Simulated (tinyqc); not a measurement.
Three-band (Emery) model of a CuO2 plane downfolded to one band: sweeps and comparisons. A value that a table varies takes the place of the one given here.

Electron picture, d at 0 and the oxygen p orbitals at -D; sx = sin(kx a/2), sy = sin(ky a/2). H = [[0, 2 tpd sx, -2 tpd sy], [., -D, -4 tpp sx sy], [., ., -D]], real and symmetric. The top (antibonding) band crosses the Fermi level.

One-band form E = e0 - 2t (cos kx + cos ky) - 4t' cos kx cos ky - 2t'' (cos 2kx + cos 2ky) - 4t''' (cos 2kx cos ky + cos kx cos 2ky), k in 1/a. Each hopping is minus the mean of E cos(m kx) cos(n ky) over a 12 x 12 mesh, k = (j + 1/2) 2 pi/12.

Values chosen for the exercise (out of a larger set: of the size used for cuprate planes; not measured data): D = 2.5 eV (ed - ep); tpd = 1.57 eV (d-p hopping); tpp = 0.46 eV (p-p hopping).

## Ways to reach one band

e0, t, t', t'', t''' (eV): 2.28604  0.49474  0.00447  0.04341  0.00463

k in pi/a. Second order: 4 tpd^2 (sx^2 + sy^2)/D. Downfolded at a fixed energy: h(E0) = V (E0 - H_pp)^-1 V^T at E0 = the exact level at (1/2,1/2), then linearised, E = E0 + Z (h(E0) - E0), Z = 1/(1 + |(E0 - H_pp)^-1 V^T|^2). Fourier: all four hoppings.

Top band (eV):

| k | exact | second order | linearised | Fourier |
|---|---|---|---|---|
| (0,0) | 0.0000 | 0.0000 | 0.0000 | 0.0785 |
| (1/2,0) | 1.2980 | 1.9719 | 1.2396 | 1.3151 |
| (1,0) | 2.1297 | 3.9438 | 2.1234 | 2.1303 |
| (1,1/2) | 3.2726 | 5.9158 | 3.1936 | 3.2570 |
| (1,1) | 4.1229 | 7.8877 | 3.7291 | 4.1105 |
| (3/4,3/4) | 3.6641 | 6.7326 | 3.4722 | 3.6764 |
| (1/2,1/2) | 2.4479 | 3.9438 | 2.4479 | 2.4597 |
| (1/4,1/4) | 0.9174 | 1.1551 | 0.8306 | 0.8778 |

How do the results move?

The band is 4.123 eV wide; second order gives 7.888, a factor 1.91, since 2 tpd/D = 1.26 is not small. It also leaves out tpp, which widens the exact band and so lowers this factor. Linearising about the Fermi region is exact at (1/2,1/2), off by 6.3 meV at (1,0) and 394 meV at worst, far from E0. The four Fourier hoppings err by at most 79 meV, at (0,0).

## What sets t'/t

tpp is varied; points are in units of pi/a. E(1,0) is the saddle point; the filling is the share of a 40 x 40 mesh, k = (j + 1/2) 2 pi/40, below the saddle energy, times two.

One-band values:

| tpp (eV) | t (eV) | t' (eV) | t'' (eV) | t'/t | E(1,0) - E(1/2,1/2) (eV) | electrons at the saddle |
|---|---|---|---|---|---|---|
| 0.05 | 0.4009 | 0.0454 | 0.0288 | 0.113 | -0.0318 | 0.950 |
| 0.20 | 0.4329 | 0.0313 | 0.0340 | 0.072 | -0.1312 | 0.935 |
| 0.35 | 0.4676 | 0.0162 | 0.0394 | 0.035 | -0.2368 | 0.895 |
| 0.50 | 0.5050 | 0.0000 | 0.0449 | 0.000 | -0.3487 | 0.845 |
| 0.65 | 0.5450 | -0.0172 | 0.0506 | -0.032 | -0.4672 | 0.825 |
| 0.80 | 0.5878 | -0.0357 | 0.0565 | -0.061 | -0.5924 | 0.780 |

How do the results move?

t'/t goes from 0.113 to -0.061. With tpp = 0 the band depends on sx^2 + sy^2 alone and the line through the saddle is a nested square, whatever t' says: terms in (cos kx + cos ky)^2 bring t' and t'' in the ratio two to one, higher powers alter it (first row: 0.0454 and 0.0288 eV), so t' - 2t'', which goes from -0.0122 to -0.1487 eV, measures the rounding. Oxygen hopping lowers the saddle against (1/2,1/2), by 0.592 eV in the last row, so the van Hove filling moves from 0.95 to 0.78 electrons (mesh values, coarse by a few hundredths; the nested square holds exactly 1) and the half-filled Fermi line closes around (1,1).

## What each parameter does

Top band at (1,1), (1,0) and (1/2,1/2) in pi/a, and its d weight at (1/2,1/2). Each row changes one parameter from the base and keeps the others.

Results:

| case | E(1,1) (eV) | E(1,0) (eV) | E(1/2,1/2) (eV) | d weight |
|---|---|---|---|---|
| base | 4.1229 | 2.1297 | 2.4479 | 0.6220 |
| D = 2.75 eV | 4.0089 | 2.0529 | 2.3556 | 0.6399 |
| tpd = 1.413 eV | 3.6802 | 1.8401 | 2.1443 | 0.6346 |
| tpp = 0.414 eV | 4.0386 | 2.1297 | 2.4134 | 0.6286 |

How do the results move?

The largest shifts from the base row, up to three for each result and ties (the steps differ in size, so this ranks the rows, not the parameters). E(1,1) (eV): tpd -0.4427, D -0.1140, tpp -0.0842. E(1,0) (eV): tpd -0.2896, D -0.0768; unchanged at the printed digits by tpp. E(1/2,1/2) (eV): tpd -0.3035, D -0.0923, tpp -0.0345. d weight: D +0.0179, tpd +0.0126, tpp +0.0066. At (1,0) sy = 0, so tpp does not enter.

tinyqc: `OMP_NUM_THREADS=1 python tinyqc.py 1452722 1452723 out.jsonl`; about 0.05 s, one thread, shared Intel(R) Xeon(R) Processor @ 2.30GHz.
